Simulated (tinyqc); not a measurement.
Boltzmann transport in a parabolic band with a power-law relaxation time, step by step. Values are carried at full precision from step to step, so a last printed digit may differ when a step is redone from the rounded ones.

F_j(eta) = (1/Gamma(j + 1)) integral_0^infinity x^j dx/(1 + exp(x - eta)), which tends to exp(eta) for eta << 0.

n = N F_1/2(eta) with N = 2 (m kB T/(4 pi c))^(3/2) with c = hbar^2/2m0, in 1/angstrom^3; times 1e24 for 1/cm^3, m = md.

Constants: hbar^2/2m0 = 3.80998211 eV angstrom^2; kB = 8.617333262e-05 eV/K.

Inputs chosen for the exercise (masses near those of Si; tau0 is set for a mobility of the usual size at this n, kL is a free input; freeze-out and phonon drag, which matter near 77 K, are left out; shifted at random, so the results belong to these values and not to a real crystal): n = 3e+16 1/cm^3 (electron density); md = 1.067 m0 (density-of-states mass); T = 77 K; r = 0.5 (exponent of tau); tau0 = 320 fs (tau at E = kT); mc = 0.2616 m0 (conductivity mass); kL = 6.6 W/(m K) (lattice thermal conductivity).

## Reduced Fermi level

Solve for eta.

N = 3.596e+18 1/cm^3
eta = -4.7836

## Integrals for r = 0.5 (polar optical or piezoelectric scattering)

tau = tau0 x^r with x = E/kT. With K_j = Gamma(j + 1) F_j(eta): <tau> = tau0 (r + 3/2) K_(r+1/2)/((3/2) K_(1/2)); mu = <tau>/(mc m0/e), m0/e = 5.685630e-12 kg/C; Hall factor rH = (3/2) K_(1/2) (2r + 3/2) K_(2r+1/2)/((r + 3/2) K_(r+1/2))^2; Seebeck S = -(kB/e) [(r + 5/2) K_(r+3/2)/((r + 3/2) K_(r+1/2)) - eta]; Lorenz number L = (kB/e)^2 [(r + 7/2) K_(r+5/2)/((r + 3/2) K_(r+1/2)) - ((r + 5/2) K_(r+3/2)/((r + 3/2) K_(r+1/2)))^2]; kB/e in V/K. Valley anisotropy is left out of rH.

Evaluate F_j and K_j for j = 1/2, r + 1/2, r + 3/2, r + 5/2 and 2r + 1/2 (each value once).

F_j and K_j:
```
j          F_j        K_j
0.5  0.0083416  0.0073925
1.0  0.0083488  0.0083488
2.0  0.0083575   0.016715
3.0  0.0083618   0.050171
1.5  0.0083539   0.011105
```

## Transport coefficients

Form the ratios; u is the mean energy carried, in kT.

<tau>/tau0 = 1.506
rH = 1.104
u = 3.003
S = -671.0 microvolt/K
L = 2.228 1e-8 W ohm/K^2

The non-degenerate limits are rH = 1.104, u = r + 5/2 = 3 and L = (r + 5/2)(kB/e)^2 = 2.228; the degenerate ones are rH = 1 and L = 2.443.

## Mobility, conductivity and figure of merit

mu = <tau>/(mc m0/e) with m0/e = 5.685630e-12 kg/C; sigma = e n mu, e = 1.602176634e-19 C; Hall mobility rH mu; power factor S^2 sigma; ZT = S^2 sigma T/(kL + L sigma T), all in SI units.

mu = 3.24e+03 cm^2/(V s)
Hall mobility = 3.58e+03 cm^2/(V s)
sigma = 15.6 S/cm
power factor = 0.701 mW/(m K^2)
electronic thermal conductivity = 0.00267 W/(m K)
ZT = 0.0082

A Hall measurement read with rH = 1 would give a density of 2.72e+16 1/cm^3. Electrons carry 0.04 % of the heat. kL is far below that of crystalline Si, so ZT is too high for it.

## Checks

- Seebeck coefficient against direct integration over -df/dE (microvolt/K): both -671.0.

Computed by tinyqc, a small Python program: `OMP_NUM_THREADS=1 python tinyqc.py 1652042 1652043 out.jsonl` (the numbers bound the seed that draws the inputs); one thread of a shared host (Intel(R) Xeon(R) Processor @ 2.30GHz), about 0.01 s for the whole set of steps.
